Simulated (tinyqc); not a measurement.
Worked calculation: Pariser-Parr-Pople SCF with singles CI, for the molecule [CH2+]c1ccccc1 (SMILES; centres numbered as the heavy atoms are written). One step of it, computed by the program tinyqc.

Problem. Iteration 2: Fock matrix. F_rr = H_rr + P_rr gamma_rr / 2 + sum_(s != r) P_ss gamma_rs; F_rs = H_rs - P_rs gamma_rs / 2; E = tr P (H + F) / 2 + core repulsion sum_(r<s) z_r z_s gamma_rs.

P after iteration 1, lower triangle:
```
           1C         2C         3C         4C        5C        6C        7C
1C   0.519363
2C   0.701975   1.015123
3C   0.275761   0.483822   0.865855
4C  -0.133271  -0.004939   0.721573   0.963587
5C  -0.297671  -0.196941   0.185985   0.618884  0.806631
6C  -0.133271  -0.004939  -0.276201   0.030268  0.618884  0.963587
7C   0.275761   0.483822  -0.200826  -0.276201  0.185985  0.721573  0.865855
```

core matrix H (eV), lower triangle:
```
            1C          2C          3C          4C          5C          6C          7C
1C  -31.253061
2C   -2.390000  -36.515552
3C    0.000000   -2.390000  -35.207601
4C    0.000000    0.000000   -2.390000  -34.299378
5C    0.000000    0.000000    0.000000   -2.390000  -34.056616
6C    0.000000    0.000000    0.000000    0.000000   -2.390000  -34.299378
7C    0.000000   -2.390000    0.000000    0.000000    0.000000   -2.390000  -35.207601
```

repulsion gamma_rs (eV), lower triangle:
```
          1C        2C        3C        4C        5C        6C        7C
1C  9.700000
2C  4.992078  9.700000
3C  3.683572  4.992730  9.700000
4C  2.775349  3.683572  4.992078  9.700000
5C  2.533142  3.360870  3.683572  4.992730  9.700000
6C  2.775349  3.683572  3.361462  3.684188  4.992730  9.700000
7C  3.683572  4.992730  3.684188  3.361462  3.683572  4.992078  9.700000
```

Centres (angstrom, eV; a flat drawing with bonds scaled to 1.40 angstrom):
```
centre          x          y  core charge z          W  gamma_rr
1C       2.400000   0.000000              1  10.810000  9.700000
2C       1.000000   0.000000              1  10.810000  9.700000
3C       0.300000   1.212000              1  10.810000  9.700000
4C      -1.100000   1.212000              1  10.810000  9.700000
5C      -1.800000   0.000000              1  10.810000  9.700000
6C      -1.100000  -1.212000              1  10.810000  9.700000
7C       0.300000  -1.212000              1  10.810000  9.700000
```

Give: F; pi energy.

Solution.

F (eV), lower triangle:
```
        1C       2C      3C      4C      5C      6C      7C
1C  -9.896
2C  -4.142  -10.544
3C  -0.508   -3.598  -9.816
4C   0.185    0.009  -4.191  -9.635
5C   0.377    0.331  -0.343  -3.935  -9.416
6C   0.185    0.009   0.464  -0.056  -3.935  -9.635
7C  -0.508   -3.598   0.370   0.464  -0.343  -4.191  -9.816
```

pi energy = -79.511 eV
